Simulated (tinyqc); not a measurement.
Diffusion length from constant photovoltage.

Problem. In a thick sample with a thin depletion layer the excess density at its edge goes as flux/(1/alpha + L), so the flux needed for a fixed surface photovoltage is proportional to 1/alpha + L. Find L.

photon flux for the same photovoltage at absorption coefficients 99 and 1300 1/cm (relative units): [169.01010, 75.692308]

Solution. The line of flux against 1/alpha meets zero at -L.

slope against 1/alpha = 1.00 1/um
L = 68.0 um

Numbers from tinyqc (`OMP_NUM_THREADS=1 python tinyqc.py 2430006 2430007 out.jsonl`; about 0.01 s on one thread of a shared Intel Xeon 2.30GHz).
